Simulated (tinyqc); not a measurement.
Lattice vibrations of a chain, step by step. Computed by tinyqc, a small Python program that keeps every step. Command: `OMP_NUM_THREADS=1 python tinyqc.py 20668 20669 out.jsonl` (the two numbers bound the seeds that draw the settings). One thread of a shared host (Intel(R) Xeon(R) Processor @ 2.60GHz), about 0.01 s of CPU time with the checks.

## Dynamical matrix at q = 0.18

A chain moving along its axis:
```
atom  mass (u)  spring to the next atom (eV/angstrom^2)
1     40.90000                                 11.20000
2     59.70000                                  9.40000
3     62.00000                                 27.00000
```

q is in units of 2 pi/a. A spring k from atom i to atom j, n cells on, adds k to Phi_ii and Phi_jj, -k exp(2 pi i q n) to Phi_ij and the conjugate to Phi_ji (for one atom a cell: 2k (1 - cos 2 pi q n)); D_ij = Phi_ij / sqrt(m_i m_j).

D(q) (eV/(angstrom^2 u)), lower triangle (Hermitian):
```
                   1         2        3
1            0.93399
2           -0.22666   0.34506
3  -0.22829-0.48515i  -0.15451  0.58710
```

## Frequencies

omega^2 are the eigenvalues; wavenumber = 521.4708 sqrt(eigenvalue) 1/cm.

eigenvalues: 0.03319  0.48025  1.35270

wavenumbers (1/cm): 95.0  361.4  606.5

weights |e|^2 of the mass-weighted modes:
```
         mode 1   mode 2   mode 3
atom 1  0.25237  0.09824  0.64939
atom 2  0.35849  0.61277  0.02874
atom 3  0.38914  0.28899  0.32187
```

## Dispersion and heat capacity

C/k_B per atom = mean over q = (j + 1/2)/80, j = 0..39 and all branches of y^2 e^y/(e^y - 1)^2, y = hc wavenumber / k_B T.

Wavenumbers (1/cm):
```
q         branch 1   branch 2   branch 3
0.00000    0.00000  380.66906  602.12468
0.06250   33.25515  378.25709  602.72608
0.12500   66.29364  371.16961  604.40163
0.18750   98.88812  359.80692  606.81396
0.25000  130.78222  344.72552  609.52718
0.31250  161.64438  326.57616  612.11287
0.37500  190.90767  306.19743  614.21532
0.43750  216.93925  285.41897  615.57813
0.50000  230.95447  273.14201  616.04914
```

Heat capacity:
```
T (K)  C/k_B per atom
20            0.05750
50            0.14794
100           0.31415
200           0.59623
300           0.76040
600           0.92543
1200          0.98016
```

zero-point energy per atom = 22.18939 meV
